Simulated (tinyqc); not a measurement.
# Worked calculation: gate-all-around wire, scale length and short-channel effects

Computed by the program tinyqc: `OMP_NUM_THREADS=1 python tinyqc.py 2420025 2420026 out.jsonl`, one thread of a shared Intel Xeon 2.30GHz, about 0.01 s for the whole run. Printed values are rounded.

A round wire of diameter ts in an insulator shell of thickness ti under a surrounding gate. Below threshold the potential that source and drain add obeys Laplace's equation and vanishes on the gate. Its lowest mode decays along the channel as exp(-k y); k is the smallest positive root of the matching condition at the interface, and the scale length is Lambda = pi/k.

Inputs (values chosen for the exercise); permittivities: semiconductor made up, insulator close to that of hafnium oxide:
- T = 350 K (temperature)
- eps_r = 11.5 (relative permittivity of the semiconductor)
- ei = 21.4 (relative permittivity of the insulator)
- ti = 5.1 nm (insulator thickness)
- ts = 3.2 nm (wire diameter)
- L = 25 nm (channel length)
- Vbi = 0.91 V (potential of the source)
- sT = 0.53 V (potential of the barrier top at threshold)
- VTL = 0.3 V (long-channel threshold)
- m = 1 (long-channel body factor)
- Vds = 0.7 V (drain voltage)

Constants: q = 1.602176634e-19 C, kB = 1.380649e-23 J/K, Vt = kB T/q. Results are converted to the units shown.

## Scan of the matching condition

k, point 0 to 7 (1/nm): 0.0675  0.135  0.2025  0.27  0.3375  0.405  0.4725  0.54

f(k) = ei J0(u)[J1(u) Y0(v) - Y1(u) J0(v)] - eps_r J1(u)[J0(u) Y0(v) - Y0(u) J0(v)], u = k ts/2, v = u + k ti.

f(k), point 0 to 7: 120.254  51.709  26.006  11.897  3.252  -1.983  -4.787  -5.796

The first change of sign lies between k = 0.3375 and 0.405 1/nm.

## Iteration 1: decay constant by Newton steps

k at the start = 0.3375 1/nm

f(k) = ei J0(u)[J1(u) Y0(v) - Y1(u) J0(v)] - eps_r J1(u)[J0(u) Y0(v) - Y0(u) J0(v)], u = k ts/2, v = u + k ti; f' by a central difference with +/- 1e-5 1/nm; k(new) = k - f/f'.

f = 3.25214
f' = -99.6652 nm
k after iteration 1 = 0.370131 1/nm

## Iteration 2: decay constant by Newton steps

As before.

f = 0.368446
f' = -77.6906 nm
k after iteration 2 = 0.374873 1/nm

## Course of the iteration: decay constant by Newton steps

Stop when k changes by less than 1e-10 1/nm, or after 30 iterations.

Course of the iteration:
```
iteration  k (1/nm)  |change| (1/nm)
1          0.370131           0.0326
2          0.374873          4.74e-3
3          0.374966          9.26e-5
4          0.374966          3.47e-8
5          0.374966         4.83e-15
```

Converged in 5 iterations. At the end the number of correct digits about doubles with each step.

## Scale length against simple estimates

k = 0.374966 1/nm

Lambda = pi/k and l = 1/k. A parabolic potential across the structure gives l(parabolic) = sqrt([2 eps_r ts^2 ln(1 + 2 ti/ts) + ei ts^2]/(16 ei)).

Lambda = 8.37835 nm
l = 2.66691 nm
l(parabolic) = 1.27478 nm

The parabolic estimate is 52 % below l.

## Threshold shift, barrier position and swing

Along the channel psi(y) = s + a exp(y/l) + b exp(-y/l) with psi(0) = Vbi, psi(L) = Vbi + Vds and l = 1/k = Lambda/pi; with A = Vbi - s, B = A + Vds, x = exp(-L/l): a = (B - A x) x/(1 - x^2), b = (A - B x)/(1 - x^2). The minimum is s + 2 sqrt(a b), at y = (l/2) ln(b/a). The long-channel potential follows the gate as s = sT + (Vg - VTL)/m, and the threshold VT is the gate voltage at which the minimum equals sT. Swing = m Vt ln 10/g at threshold, g = d(minimum)/ds = 1 - (b x + a)/((1 + x) sqrt(a b)).

s at threshold = 0.517944 V
a = 9.27029e-5 V
b = 0.391963 V
position of the minimum = 11.1337 nm
VT = 0.287944 V
swing = 70.9297 mV/decade

The threshold lies 12.1 mV below the long-channel value, and the barrier top sits at 0.45 L from the source.
